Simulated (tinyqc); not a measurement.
Which roughness does what: X-ray reflectivity of a thin film on silicon: critical angles, Parratt recursion, fringes and roughness. Computed by tinyqc, a small Python program. Command: `OMP_NUM_THREADS=1 python tinyqc.py 3120134 3120135 out.jsonl xrr walk`. One thread of a shared host (Intel(R) Xeon(R) Processor @ 2.30GHz), about 0.01 s of CPU time with the checks.

n = 1 - delta + i beta; the classical electron radius is r_e = 2.8179403e-6 nm. Layer 0 is vacuum, 1 the film, 2 the substrate.

Inputs (values chosen for the exercise, modelled on a porous low-k film on silicon, copper K-alpha radiation):

| quantity | value | unit |
|---|---|---|
| wavelength lambda | 0.15406 | nm |
| film density rho | 1.27 | g/cm^3 |
| effective electrons per unit mass, film | 0.518 | mol/g |
| beta/delta, film | 0.01 | - |
| film thickness d | 23.4 | nm |
| roughness of the surface sigma_1 | 0.11 | nm |
| roughness of the interface sigma_2 | 0.71 | nm |
| substrate density | 2.33 | g/cm^3 |
| effective electrons per unit mass, substrate | 0.507 | mol/g |
| beta/delta, substrate | 0.023 | - |
| grazing angle theta | 0.971 | degrees |

Constants: N_A = 6.02214076e+23 1/mol.

Method:
- delta = r_e lambda^2 rho_e/(2 pi), rho_e = density x electrons per mass x N_A; critical angle sqrt(2 delta), q_c = 4 sqrt(pi r_e rho_e).
- k_j = (2 pi/lambda) sqrt(sin^2 theta - 2 delta_j + 2 i beta_j); r_ij = (k_i - k_j)/(k_i + k_j) x exp(-2 k_i k_j sigma^2) (Nevot-Croce); r = (r_01 + r_12 p)/(1 + r_01 r_12 p), p = exp(2 i k_1 d); R = |r|^2.
- Far above the critical angle the period is d theta = lambda/(2 d), or 2 pi/d in q; the envelope runs between (|r_01| - |r_12 p|)^2 and (|r_01| + |r_12 p|)^2; contrast = 2 a b/(a^2 + b^2) with a = |r_01|, b = |r_12 p|; roughness factors on the amplitudes are about exp(-q^2 sigma^2/2).
- R is averaged over one period above each angle (64 points); contrast = (max - min)/(max + min) of R theta^4 over that period. Cases: smooth; only sigma_1; only sigma_2; both.

period in theta = 0.188611 degrees

Constants:

| layer | rho_e (1/nm^3) | delta | beta | critical angle (degrees) | q_c (1/nm) |
|---|---|---|---|---|---|
| film | 396.173 | 4.21712e-06 | 4.21712e-08 | 0.166397 | 0.236888 |
| substrate | 711.402 | 7.57263e-06 | 1.74170e-07 | 0.222977 | 0.317437 |

Mean R and contrast:

| theta (degrees) | R smooth | contrast | R, sigma_1 | contrast, sigma_1 | R, sigma_2 | contrast, sigma_2 | R, both | contrast, both |
|---|---|---|---|---|---|---|---|---|
| 0.8 | 1.2537e-04 | 0.97975 | 1.2391e-04 | 0.98142 | 9.8532e-05 | 8.5071e-01 | 9.7075e-05 | 0.85447 |
| 1.2 | 2.6622e-05 | 0.97719 | 2.5951e-05 | 0.98085 | 1.8352e-05 | 6.3931e-01 | 1.7675e-05 | 0.64747 |
| 1.8 | 6.1509e-06 | 0.97542 | 5.8365e-06 | 0.98310 | 3.8386e-06 | 2.8397e-01 | 3.5231e-06 | 0.29177 |
| 2.5 | 1.6776e-06 | 0.97496 | 1.5189e-06 | 0.98928 | 1.0650e-06 | 5.2064e-02 | 9.0354e-07 | 0.05071 |
| 3.5 | 4.7435e-07 | 0.97455 | 3.9592e-07 | 0.99798 | 2.8961e-07 | 2.7031e-03 | 2.1130e-07 | 0.01542 |

What follows from these numbers?

At 2.5 degrees sigma_1 alone multiplies the mean R by 0.91 and sigma_2 alone by 0.63; the contrast goes from 0.97 (smooth) to 0.99 and 0.05.
